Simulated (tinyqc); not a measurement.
# MOS capacitor on a p-type substrate, surface potential from the exact charge relation: several studies

Uniform p-type substrate, Boltzmann statistics, full ionisation, classical densities. psi is the surface potential against the body (positive when the bands bend down) and u = psi/Vt. Traps are spread evenly over the gap and neutral at flat band, so their charge is -q Dit psi; the minority quasi-Fermi level is shifted by Vb.

Values chosen for this exercise; band and dielectric values close to those of silicon: temperature T = 273 K; band gap Eg = 1.11 eV; relative permittivity eps_r = 11.5; conduction-band density of states at T Nc = 2.39e19 cm^-3; valence-band density of states at T Nv = 2.32e19 cm^-3; electron affinity chi = 4.05 eV; acceptor density of the substrate N = 3.1e15 cm^-3; relative permittivity of the gate insulator (close to zirconium oxide) eox = 25.2; insulator thickness tox = 63 nm; gate work function phiM = 4.54 eV; fixed charge at the interface, in units of q Nf = 0 cm^-2; density of interface traps Dit = 0 cm^-2 eV^-1; reverse bias of the inversion layer against the body Vb = 0 V.

Constants: q = 1.602176634e-19 C, kB = 1.380649e-23 J/K, Vt = kB T/q, eps0 = 8.8541878128e-14 F/cm where lengths are in cm. Results are converted to the units shown.

Each table varies one quantity; the others keep the values above.

## Capacitance-voltage curves

ni = sqrt(Nc Nv) exp(-Eg/(2 Vt)), Eg in volts; phiF = Vt ln(N/ni); Cox = eps0 eox/tox; Vfb = phiM - chi - (Eg - Vt ln(Nv/N)) - q Nf/Cox; Q0 = sqrt(2 eps0 eps_r q N Vt); r = (ni/N)^2 exp(-Vb/Vt); VT = Vfb + [(2 phiF + Vb)(1 + q Dit/Cox) + sqrt(2 eps0 eps_r q N (2 phiF + Vb))/Cox]. u = psi/Vt; F^2 = exp(-u) + u - 1 + r (exp(u) - u - 1); Qs = -sign(u) Q0 F; Cs = -dQs/dpsi = (Q0/Vt) |1 - exp(-u) + r (exp(u) - 1)|/(2 F). psi solves Vg = Vfb + psi + (q Dit psi - Qs)/Cox. Low frequency: 1/C_LF = 1/Cox + 1/(Cs + q Dit). High frequency, in the simple estimate in which traps and minority carriers do not follow: 1/C_HF = 1/Cox + 1/Cd, Cd being Cs with r = 0 at the same psi. Deep depletion: r = 0 and Dit = 0 both in the equation for psi and in Cs. Minority sheet density N_inv = (Q0/(2 q)) int_0^u r (exp(t) - 1)/F(t) dt for u > 0. N_inv under 1 cm^-2 is printed as 0. Regimes: accumulation when majority carriers gather, then depletion up to |psi| = phiF + Vb, weak inversion up to 2 phiF + Vb, strong inversion beyond.

Capacitance-voltage curves:
```
Vg (V)   psi (V)  C_LF/Cox  C_HF/Cox  C_deep/Cox  N_inv (cm^-2)            regime
-1.13    -0.1733    0.9211    0.9211      0.9211              0      accumulation
-0.86    -0.1459    0.8674    0.8674      0.8674              0      accumulation
-0.59   -0.09053    0.6745    0.6745      0.6745              0      accumulation
-0.32    0.07045    0.1628    0.1628      0.1628              0         depletion
-0.05     0.3119   0.07716   0.07716     0.07716          485.7         depletion
0.21      0.5547   0.05820   0.05803     0.05803        1.061e7    weak inversion
0.48      0.7751    0.5765   0.04924     0.04817       8.350e10  strong inversion
0.75      0.8366    0.8659   0.04743     0.04208       5.413e11  strong inversion
1.02      0.8639    0.9218   0.04669     0.03783       1.077e12  strong inversion
1.29      0.8815    0.9451   0.04623     0.03465       1.635e12  strong inversion
1.56      0.8945    0.9579   0.04590     0.03216       2.203e12  strong inversion
```

C_LF/Cox is lowest, 0.0582, at Vg = 0.21 V (weak inversion) among the rows listed and is 0.958 in the last row, where C_HF/Cox is 0.0459 and the deep-depletion value 0.0322. Vfb = -0.410 V, where C_HF/Cox = 0.293 (Cox in series with eps0 eps_r/LD), and VT = 0.354 V. Over the last two rows psi moves by only 0.048 V a volt of gate bias, since the inversion charge screens the body. In strong accumulation and inversion degeneracy and confinement, left out here, lower the capacitance.

## Effect of the reverse bias of the inversion layer against the body on threshold and swing

ni = sqrt(Nc Nv) exp(-Eg/(2 Vt)), Eg in volts; phiF = Vt ln(N/ni); Cox = eps0 eox/tox; Vfb = phiM - chi - (Eg - Vt ln(Nv/N)) - q Nf/Cox; VT = Vfb + [(2 phiF + Vb)(1 + q Dit/Cox) + sqrt(2 eps0 eps_r q N (2 phiF + Vb))/Cox]. gamma = sqrt(2 eps0 eps_r q N)/Cox; Wm = sqrt(2 eps0 eps_r (2 phiF + Vb)/(q N)); m = 1 + (eps0 eps_r/Wm + q Dit)/Cox; swing m Vt ln 10; Cmin/Cox = 1/(1 + Cox Wm/(eps0 eps_r)).

In this table Dit = 0 cm^-2 eV^-1.

The same in every row: Vfb (V) = -0.4101; 2 phiF (V) = 0.6896; gamma (V^0.5) = 0.08980.

Effect of the reverse bias of the inversion layer against the body on threshold and swing:
```
Vb (V)  VT (V)  Wm (nm)      m  swing (mV/decade)  Cmin/Cox
0       0.3540    531.7  1.054              57.10   0.05129
0.4     0.7732    668.4  1.043              56.50   0.04124
0.8      1.189    781.5  1.037              56.16   0.03548
1.2      1.603    880.2  1.033              55.94   0.03163
1.6      2.015    968.9  1.030              55.78   0.02882
2        2.427     1050  1.027              55.65   0.02665
2.4      2.837     1126  1.026              55.55   0.02491
2.8      3.247     1196  1.024              55.47   0.02347
```

What does the comparison show?

As Vb goes from 0 to 2.8, VT rises from 0.354 to 3.25 V, the swing falls from 57.1 to 55.5 mV/decade and Cmin/Cox falls from 0.0513 to 0.0235. Vfb does not move. The slope |dVT/dVb| between the first two rows is 1.05, close to m (VT is counted against the body; against the source it is m - 1).

## Effect of the fixed charge at the interface on threshold and swing

Same model as above.

The same in every row: 2 phiF (V) = 0.6896; gamma (V^0.5) = 0.08980; Wm (nm) = 531.7; m = 1.054; swing (mV/decade) = 57.10; Cmin/Cox = 0.05129.

Effect of the fixed charge at the interface on threshold and swing:
```
Nf (cm^-2)  Vfb (V)     VT (V)
-4e11       -0.2292     0.5350
-2e11       -0.3197     0.4445
0           -0.4101     0.3540
2e11        -0.5006     0.2635
4e11        -0.5911     0.1731
6e11        -0.6816    0.08259
8e11        -0.7720  -0.007890
```

What does the table show?

As Nf goes from -4e11 to 8e11, VT falls from 0.535 to -0.00789 V, the swing stays at 57.1 mV/decade and Cmin/Cox stays at 0.0513. The whole change of VT is that of Vfb: the curve shifts rigidly.

Program tinyqc, `OMP_NUM_THREADS=1 python tinyqc.py 2060076 2060077 out.jsonl`; Intel Xeon 2.30GHz, shared host, one thread, about 0.01 s.
